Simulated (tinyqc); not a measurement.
The mobility curve: inversion-layer mobility, back-scattering and ballistic limit of a field-effect transistor. Computed by tinyqc, a small Python program. Command: `OMP_NUM_THREADS=1 python tinyqc.py 3005514 3005515 out.jsonl mos walk`. One thread of a shared host (Intel(R) Xeon(R) Processor @ 2.30GHz), about 0.01 s of CPU time with the checks.

The charge at the top of the source barrier is fixed by the gate; series resistance and short-channel effects are left out. F_j are Fermi integrals normalised to exp(eta) in the classical limit.

Inputs (values chosen for the exercise, modelled on a strained silicon n-channel):
```
quantity                                     value        unit
weight w of the inversion charge               0.5           -
permittivity eps                              11.7           -
phonon mobility at 1 MV/cm and 300 K, mu_ph    640  cm^2/(V s)
roughness mobility at 1 MV/cm, mu_sr          2100  cm^2/(V s)
Coulomb mobility at N_inv = 1e12/cm^2, mu_C   1100  cm^2/(V s)
electrical oxide thickness t_inv                 1          nm
depletion charge N_dep                       3e+11      1/cm^2
temperature T                                  300           K
```

Statistics at the top of the barrier: Fermi-Dirac.

Constants: eps_0 = 8.8541878128e-12 F/m; e = 1.602176634e-19 C.

Method. N_inv = 3.9 eps_0 (V_G - V_T)/(e t_inv); effective field E_eff = e (N_dep + w N_inv)/(eps eps_0). mu_phonon = mu_ph (E_eff/1 MV/cm)^(-0.3) (T/300 K)^(-1.75); mu_rough = mu_sr (E_eff/1 MV/cm)^(-2); mu_Coulomb = mu_C (N_inv/1e12 cm^-2) (T/300 K); Matthiessen's rule adds 1/mu.

Mobilities (cm^2/(V s)):
```
V_G - V_T (V)  N_inv (1/cm^2)  E_eff (MV/cm)  phonon   roughness  Coulomb   total
0.03               6.4658e+11         0.0964  1291.1  2.2599e+05      711  457.68
0.06               1.2932e+12         0.1464  1139.0  9.7983e+04     1422  628.47
0.12               2.5863e+12         0.2464   974.3  3.4590e+04     2845  710.84
0.20               4.3106e+12         0.3797   855.7  1.4564e+04     4742  690.53
0.35               7.5435e+12         0.6297   735.2  5.2955e+03     8298  599.00
0.50               1.0776e+13         0.8797   665.1  2.7134e+03    11854  511.12
0.75               1.6165e+13         1.2964   592.1  1.2495e+03    17781  392.84
1.00               2.1553e+13         1.7131   544.6  7.1560e+02    23708  305.26
1.50               3.2329e+13         2.5464   483.5  3.2387e+02    35562  192.90
```

The lowest part is Coulomb at 0.0300, phonon from 0.0600 to 1.00, roughness at 1.50 V. The total peaks at 711 near E_eff = 0.25 MV/cm: screening lifts it at low density and the field presses it down at high density.

Extremes, crossings and ranges named in words are read from the listed rows.
